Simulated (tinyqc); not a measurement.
From results back to parameters: Shockley state of an s-p chain by decimation. Five cases, with inputs chosen for the exercise.

Problem. For the s-p chain the s level is -d/2 - 2 ts cos k and the p level d/2 + 2 tp cos k at k = 0 and pi, and at k = pi/2 the bands lie sqrt(d^2 + 16 u^2) apart. The values below come from hidden parameters.

Find: d, ts, tp, |u|; order at k = pi.

Method. Means give -d/2 and d/2, widths 4 ts and 4 tp; u follows from the splitting. The order is inverted where s lies above p at pi.

Case 1.

s level (eV): k = 0 -3.570, k = pi 1.910
p level (eV): k = 0 2.570, k = pi -0.910
splitting at pi/2 = 2.95114 eV

Solution.

d, ts, tp, |u| (eV): 1.66  1.37  0.87  0.61

order at k = pi: inverted

Case 2.

s level (eV): k = 0 -3.455, k = pi 2.305
p level (eV): k = 0 2.975, k = pi -1.825
splitting at pi/2 = 4.93584 eV

Solution.

d, ts, tp, |u| (eV): 1.15  1.44  1.20  1.20

order at k = pi: inverted

Case 3.

s level (eV): k = 0 -2.935, k = pi 0.985
p level (eV): k = 0 3.915, k = pi -1.965
splitting at pi/2 = 5.55360 eV

Solution.

d, ts, tp, |u| (eV): 1.95  0.98  1.47  1.30

order at k = pi: inverted

Case 4.

s level (eV): k = 0 -3.115, k = pi 1.405
p level (eV): k = 0 3.995, k = pi -2.285
splitting at pi/2 = 3.31507 eV

Solution.

d, ts, tp, |u| (eV): 1.71  1.13  1.57  0.71

order at k = pi: inverted

Case 5.

s level (eV): k = 0 -3.585, k = pi 2.095
p level (eV): k = 0 1.985, k = pi -0.495
splitting at pi/2 = 3.56619 eV

Solution.

d, ts, tp, |u| (eV): 1.49  1.42  0.62  0.81

order at k = pi: inverted

Computed by tinyqc, one run a case: `OMP_NUM_THREADS=1 python tinyqc.py N N+1 out.jsonl` with N = 1481268, 1481271, 1481302, 1481391, 1481398; one thread of a shared Intel(R) Xeon(R) Processor @ 2.30GHz, about 0.4 s a run at most.
